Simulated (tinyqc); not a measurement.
Worked calculation: two coupled magnetic layers: synthetic antiferromagnet, spin flop, exchange bias and magnetoresistance. Computed by tinyqc, a small Python program that keeps every step. Command: `OMP_NUM_THREADS=1 python tinyqc.py 3014419 3014420 out.jsonl saf walk`. One thread of a shared host (Intel(R) Xeon(R) Processor @ 2.30GHz), about 0.4 s of CPU time with the checks. Intermediate numbers are printed to about 7 digits and carried at full precision; extremes and crossings named in words are read from the listed rows.

Moments lie in the plane at the angles p1, p2 from the field. Energy per area: E = J1 cos(p1 - p2) + J2 cos^2(p1 - p2) - B M_s (t1 cos p1 + t2 cos p2) + K (t1 sin^2 p1 + t2 sin^2 p2).

Inputs (values chosen for the exercise, for a model stack):
```
quantity                           value              unit
saturation magnetisation M_s        1180              kA/m
thickness t1                         3.4                nm
thickness t2                           3                nm
antiferromagnetic coupling J1       0.12            mJ/m^2
biquadratic coupling J2                0            mJ/m^2
in-plane anisotropy K                1.7            kJ/m^3
field over the saturation field     0.87                 -
spin polarisation P1                0.74                 -
spin polarisation P2                0.61                 -
resistance-area product, parallel    2.2  ohm micrometre^2
exchange-bias energy J_ex           0.13            mJ/m^2
```

Field direction: along the easy axis.

## Saturation field

The parallel state is stable while the Hessian at p1 = p2 = 0 is positive: with c = J1 + 2 J2 and u = B M_s + 2K, (u t1 - c)(u t2 - c) > c^2, so B_sat M_s = c (1/t1 + 1/t2) - 2K. B_K = 2K/M_s.

exchange field c (1/t1 + 1/t2)/M_s = 63.80857 mT

B_K = 2.881356 mT

saturation field B_sat = 60.92722 mT

applied field B = 53.00668 mT

## Limit of the antiparallel state

With p1 = 0, p2 = 180 degrees and c2 = J1 - 2 J2 the Hessian is [[c2 + t1 (2K + b), -c2], [-c2, c2 + t2 (2K - b)]], b = B M_s; its determinant vanishes at the positive root of t1 t2 b^2 - c2 (t1 - t2) b - [2K c2 (t1 + t2) + 4 K^2 t1 t2] = 0.

stability limit B_sf of the antiparallel state = 15.99879 mT

Net moment and anisotropy together hold the collinear state up to 0.26 B_sat.

## Equilibrium at the field B

The lowest minimum of E over both angles (from five starts; of two mirror images the one with p1 >= 0, and for equal layers |p1| <= |p2|).

p1 = 27.55434 degrees

p2 = -31.68430 degrees

m/m_sat along B = 0.8698768

energy = -0.2841979 mJ/m^2

The moments are canted, 59.2 degrees apart.

## Tunnel magnetoresistance against a free layer along B

Julliere: TMR = 2 P1 P2/(1 - P1 P2). Conductance G(theta) = G0 (1 + P1 P2 cos theta), so RA(theta) = RA_P (1 + P1 P2)/(1 + P1 P2 cos theta); theta = p2 for the layer next to the barrier.

TMR = 164.5643 %

RA, antiparallel = 5.820416 ohm micrometre^2

RA at this field = 2.306937 ohm micrometre^2

## Pinning of a single layer

A layer t1 on an antiferromagnet is shifted by B_ex = J_ex/(M_s t1).

bias field, single layer = 32.40279 mT

## Pinning of the pair

A rigid antiparallel pair has the net moment M_s (t1 - t2), so the same J_ex holds it up to J_ex/(M_s (t1 - t2)).

bias field, rigid pair = 275.4237 mT

Caution: at such fields the pair is no longer rigid.

## Magnetisation curve

The formulas are those given above.

Equilibrium states:
```
B/B_sat    B (mT)  p1 (degrees)  p2 (degrees)   m/m_sat
0.02      1.21854       0.00000     -180.0000  0.062500
0.06      3.65563       0.00000     -180.0000  0.062500
0.12      7.31127       0.00000     -180.0000  0.062500
0.20     12.18544       0.00000     -180.0000  0.062500
0.30     18.27817      51.57068      -96.7189  0.275355
0.45     27.41725      54.91611      -72.3894  0.447168
0.60     36.55633      48.12323      -58.5595  0.599132
0.80     48.74177      34.21117      -39.7397  0.799777
0.95     57.88086      17.05351      -19.4249  0.949960
1.10     67.01994       0.00000        0.0000  1.000000
```

The collinear state is the lowest in 4 row(s), with m/m_sat = (t1 - t2)/(t1 + t2) = 0.062; then the moments are canted and close at B_sat. The largest gap between m/m_sat and B/B_sat in the canted rows is 0.025.

Checks made by the program: the energy against a grid over both angles (relative difference 4e-08).
